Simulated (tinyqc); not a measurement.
What each parameter does: Wannier functions of a composite (isolated) pair of valence bands (bonds of an sp chain).

Each atom has a hybrid pointing left (<) and right (>). H(k): diagonal +V3 on A, -V3 on B; <A<|A>> = -V1a, <B<|B>> = -V1b, <A>|B<> = -V2, <B>|A<> = -V2p exp(ik); k in 1/a, Bloch sums with exp(ikR). The two lowest bands are filled. Trial functions in cell 0: g1 = cos(c) A> + sin(c) B<, and g2 = sin(c) B> + cos(c) A< of cell 1, whose Bloch vector has cos(c) exp(-ik) on A<. Projection A_mn = <psi_m|g_n>, S = A^+ A, Loewdin U = A S^(-1/2), Bloch-like states w_n = sum_m psi_m U_mn, H_W(k) = U^+ diag(E) U. P = sum_m |psi_m><psi_m| is free of phase choices, and S = g^+ P g, w = P g S^(-1/2).

Values chosen for the exercise:
- V2 = 2.93 eV (coupling in the bond A-B inside the cell)
- V2p = 4.39 eV (coupling in the bond to the next cell)
- V1a = 0.72 eV (coupling of the two hybrids on A)
- V1b = 1.26 eV (the same on B)
- V3 = 0.37 eV (A at +V3, B at -V3)
- c = 35 degrees (trial bonds cos(c) on A, sin(c) on B)
- xb = 0.58 a (position of B (A at 0))

N = 12: centres, total spread (point-like hybrids at R and R + xb) and H_12(0).

Results for these values:
```
case,centre 1 (a),centre 2 (a),total spread (a^2),H_12(0) (eV)
base,0.3277,0.7708,0.1318,-0.6917
```

What happens to each result for V3 = 0.77 eV, all else kept?

Answer: centre 1 rises from 0.3277 to 0.3640; centre 2 falls from 0.7708 to 0.7532; total spread falls from 0.1318 to 0.1266; H_12(0) falls from -0.6917 to -0.7584.

The same for each parameter in turn:
```
case,centre 1 (a),centre 2 (a),total spread (a^2),H_12(0) (eV)
base,0.3277,0.7708,0.1318,-0.6917
V2 = 3.33 eV,0.3233,0.7709,0.1315,-0.6879
V2p = 4.79 eV,0.3276,0.7725,0.1313,-0.6895
V1a = 0.92 eV,0.3268,0.7717,0.1328,-0.6901
V1b = 1.46 eV,0.3286,0.7699,0.1331,-0.8011
V3 = 0.77 eV,0.3640,0.7532,0.1266,-0.7584
xb = 0.63 a,0.3556,0.7978,0.1369,-0.6917
```

Program tinyqc; command `OMP_NUM_THREADS=1 python tinyqc.py 1480824 1480825 out.jsonl`; about 0.3 s on one thread of a shared Intel(R) Xeon(R) Processor @ 2.30GHz.
